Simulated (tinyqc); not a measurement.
Inside a calculation. Method: plane-wave Kohn-Sham cycle with exchange-only LDA in a layered model solid. One step of it, computed by the program tinyqc.

Question. Iteration 1: Hamiltonian at one k. H(m,m') = (k + G_m)^2/2 delta + V(G_m - G_m'), with V(-G) = V(G).

A solid whose potential varies along x alone (atomic units):
```
parameter,value
period a,11.300000
cross-section of the cell,40.000000
electrons per cell,2
grid points,16
"plane waves -n..n, n",2
k points,4
V1 in V1 cos(2 pi x/a),-0.790000
```

V(G_m), m = 0, 1, 2, ... (hartree): -0.161667  -0.395000  0.000000  0.000000  0.000000

k = 0.125000 2 pi / a

Give: H.

Answer.

H (hartree), lower triangle:
```
,-2,-1,+0,+1,+2
-2,0.3818
-1,-0.3950,-0.0433
+0,0.0000,-0.3950,-0.1593
+1,0.0000,0.0000,-0.3950,0.0340
+2,0.0000,0.0000,0.0000,-0.3950,0.5364
```
